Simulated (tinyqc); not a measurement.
What moves the results: deformation potentials from a strained empirical pseudopotential. A value that a table varies takes the place of the one given here.

Diamond lattice, no spin-orbit coupling. Atomic form factor V(q) = a1 (q^2 - a2)/(a3 exp(a4 q^2) - 1) in rydberg with q in 1/bohr, for the unstrained cell. Under a strain e the reciprocal vectors and k go over into (1 + e)^(-1) G, the atoms sit at +/- tau with tau = (1 + e) a (1,1,1)/8 - zeta a (eyz, ezx, exy)/4, and H(G,G') = c |k + G|^2 delta + (V(q)/det(1 + e)) cos(q.tau), q = G - G', with the term q = 0 left out; c = hbar^2/2m0. The basis is fixed before straining: all G with |k + G|^2 up to 16 (2 pi/a)^2. k is given in units of 2 pi/a of the unstrained cell.

Constants: hbar^2/2m0 = 3.80998211 eV angstrom^2; Ry = 13.60569312 eV; a0 (Bohr radius) = 0.5291772105 angstrom.

Values chosen for the exercise (near those of Si; not measured data):
- a = 5.435 angstrom (lattice constant)
- A = (0.541, 2.171, 2.034, 0.483) (a1 (Ry bohr^2), a2 (1/bohr^2), a3, a4 (bohr^2))
- h = 0.005 (size of the test strain)
- kD = 0.82 2 pi/a (position of the Delta minimum)
- a1 = 0.541
- a2 = 2.171
- a3 = 2.034
- a4 = 0.483

## The internal displacement

Xu of L (level 5, the lowest empty one) and d from exy = eyz = ezx = h for several zeta: Xu = [E(L [111]) - E(L [1-1-1])]/((8/3) h), d = (single valence level - pair)/(3 sqrt(3) h). zeta = 0 strains the bonds with the lattice; zeta = 1 keeps all four bond lengths equal to first order.

Results:

| zeta | Xu (L) (eV) | d (eV) |
|---|---|---|
| 0.00 | 10.97 | 1.02 |
| 0.25 | 11.32 | -1.37 |
| 0.50 | 11.70 | -3.75 |
| 0.60 | 11.86 | -4.70 |
| 0.75 | 12.10 | -6.12 |
| 1.00 | 12.52 | -8.50 |

How do the results move?

From zeta = 0 to 1, d goes from 1.02 to -8.50 eV and Xu (L) from 10.97 to 12.52 eV, both nearly linearly: the displacement is an optical-phonon mode, and d = d(0) - zeta d0/4 gives its deformation potential d0 = 38 eV. Leaving the relaxation out (zeta = 0 for 0.5) moves d by +4.76 eV, which reverses its sign, and Xu (L) by -0.73 eV. Tetragonal strain has no such freedom.

## Size of the test strain

e = diag(-h/2, -h/2, h). Xu = [E(Delta z) - E(Delta x)]/(1.5 h) at fixed kD, b = [E(Z) - E(X, Y)]/(4.5 h); one-sided from +h alone, central from +h and -h.

Results (eV):

| h | Xu one-sided | Xu central | b one-sided | b central |
|---|---|---|---|---|
| 0.0010 | 7.942 | 7.947 | -3.328 | -3.324 |
| 0.0025 | 7.935 | 7.948 | -3.334 | -3.324 |
| 0.0050 | 7.922 | 7.948 | -3.344 | -3.324 |
| 0.0100 | 7.898 | 7.949 | -3.364 | -3.324 |
| 0.0200 | 7.852 | 7.953 | -3.404 | -3.325 |
| 0.0300 | 7.807 | 7.960 | -3.445 | -3.326 |

How do the results move?

From h = 0.001 to 0.03 the one-sided Xu drifts by -0.135 eV and the central one by +0.012 eV; for b the drifts are -0.117 and -0.002 eV. The central difference cancels the term of second order in the strain, so its error goes as h^2. At h = 0.02 the linear law errs by 1.2 % for the valley splitting and 2.4 % for the valence splitting.

## What each parameter of the potential does

Gaps from the valence top to level 8 at Gamma and level 5 at (kD,0,0) and L, and their deformation potentials [E(+h) - E(-h)]/(3 ln((1 + h)/(1 - h))) for e = +/- h 1, h = 0.002. The row for the lattice constant keeps V(q) without the volume factor, so it is not a strain. Each row changes one parameter from the base and keeps the others.

Results:

| case | Gamma (eV) | Delta (eV) | L (eV) | potential Gamma (eV) | potential Delta (eV) | potential L (eV) |
|---|---|---|---|---|---|---|
| base | 4.379 | 1.322 | 2.210 | -9.10 | 2.60 | -1.99 |
| a = 5.489 angstrom | 4.246 | 1.615 | 2.312 | -9.39 | 2.27 | -2.19 |
| a1 = 0.546 | 4.423 | 1.390 | 2.261 | -9.17 | 2.59 | -2.00 |
| a2 = 2.149 | 4.494 | 1.245 | 2.211 | -9.02 | 2.65 | -1.95 |
| a3 = 2.014 | 4.429 | 1.417 | 2.277 | -9.19 | 2.60 | -2.00 |
| a4 = 0.478 | 4.477 | 1.412 | 2.289 | -9.27 | 2.52 | -2.07 |

How do the results move?

The largest shifts from the base row, up to three for each result and ties (the steps differ in size, so this ranks the rows, not the parameters). Gamma (eV): a -0.133, a2 +0.115, a4 +0.098. Delta (eV): a +0.293, a3 +0.095, a4 +0.090. L (eV): a +0.102, a4 +0.079, a3 +0.067. potential Gamma (eV): a -0.29, a4 -0.17, a3 -0.09. potential Delta (eV): a -0.32, a4 -0.08, a2 +0.06; unchanged at the printed digits by a3. potential L (eV): a -0.20, a4 -0.08, a2 +0.04.

Computed by tinyqc, a small Python program: `OMP_NUM_THREADS=1 python tinyqc.py 1850707 1850708 out.jsonl` (the numbers bound the seed that draws the inputs); one thread of a shared host (Intel(R) Xeon(R) Processor @ 2.30GHz), about 0.2 s for the whole set of steps.
